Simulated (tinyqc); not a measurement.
What each parameter does: linear model of a band gap against the share of exact exchange.

E(alpha) = E0 + S alpha. A wider gap screens less, modelled in the Penn form eps(alpha) = 1 + (e0 - 1)(EP/(EP + S alpha))^2 with a scale EP chosen for the exercise. A dielectric-dependent hybrid takes alpha = 1/eps.

Values chosen for the exercise (of the order of those of Ge; shifted at random, so the results belong to these values and not to a real crystal): E0 = 0.08 eV (gap of the semi-local functional); S = 4.96 eV (slope dE/d(alpha)); e0 = 17.76 (optical dielectric constant at alpha = 0); EP = 9.1 eV (energy scale of the screening).

Fixed point alpha = 1/eps(alpha), gap and eps there.

Results for these values:
```
case   alpha  E (eV)     eps
base  0.0598   0.377  16.718
```

What happens to each result for e0 = 19.536, all else kept?

Answer: alpha falls from 0.0598 to 0.0541; E falls from 0.377 to 0.348; eps rises from 16.718 to 18.490.

The same for each parameter in turn:
```
case            alpha  E (eV)     eps
base           0.0598   0.377  16.718
E0 = 0.088 eV  0.0598   0.385  16.718
S = 4.464 eV   0.0594   0.345  16.824
e0 = 19.536    0.0541   0.348  18.490
EP = 8.19 eV   0.0602   0.379  16.601
```

Computed by tinyqc, a small Python program: `OMP_NUM_THREADS=1 python tinyqc.py 1850530 1850531 out.jsonl` (the numbers bound the seed that draws the inputs); one thread of a shared host (Intel(R) Xeon(R) Processor @ 2.30GHz), about 0.01 s for the whole set of steps.
